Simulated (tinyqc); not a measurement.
Changing the temperature T: classical Heisenberg spin chain: exact results, Metropolis, heat-bath and over-relaxation steps, and a Monte Carlo run. Computed by tinyqc, a small Python program. Command: `OMP_NUM_THREADS=1 python tinyqc.py 3130143 3130144 out.jsonl heismc sweep`. One thread of a shared host (Intel(R) Xeon(R) Processor @ 2.30GHz), about 0.01 s of CPU time with the checks.

E = -J sum_i s_i . s_(i+1) for unit vectors s_i on an open chain; K = J/(k_B T).

Inputs (values chosen for the exercise, for a model chain of large moments): coupling J = -8.6 meV; moment mu = 6.2 mu_B.

Constants: k_B = 8.617333262e-05 eV/K; mu_B = 5.7883818060e-05 eV/T.

Method. Each bond angle is independent, so u = <s_i . s_(i+1)> = coth K - 1/K, <s_i . s_(i+n)> = u^n, correlation length xi = -1/ln|u|, energy per bond -J u, heat capacity per bond c/k_B = 1 - K^2/sinh^2 K, and for the long chain chi = mu^2 (1 + u)/(3 k_B T (1 - u)) per spin.

One run for each value:
```
temperature T (K)  chi (mu_B/T per spin)  xi (sites)  heat capacity (k_B/bond)         u
5.16                            0.044266      18.836                    1.0000  -0.94830
8.89                            0.045131      10.718                    1.0000  -0.91092
15.30                           0.046700       6.009                    0.9996  -0.84670
26.40                           0.049469       3.270                    0.9702  -0.73651
45.40                           0.051918       1.779                    0.7559  -0.57003
78.20                           0.048830       1.049                    0.4032  -0.38537
135.00                          0.039251       0.696                    0.1639  -0.23788
232.00                          0.027893       0.512                    0.0595  -0.14165
399.00                          0.018264       0.402                    0.0206  -0.08303
688.00                          0.011358       0.330                    0.0070  -0.04828
```

Describe and explain the trends.

Over the rows, chi (mu_B/T per spin) goes from 0.0443 through a maximum among these rows, 0.0519 at 45.4, to 0.0114; xi (sites) falls from 18.8 to 0.330 (exponent d ln y / d ln x -1.0 between the first rows and -0.36 between the last); heat capacity (k_B/bond) falls from 1.00 to 0.00698. At the low end the exponent of xi is -1.04, close to -1: xi grows as K. chi passes a maximum near k_B T/|J| = 0.45 among these rows and stays finite at low T, since antiparallel neighbours cancel.

Extremes, crossings and ranges named in words are read from the listed rows.
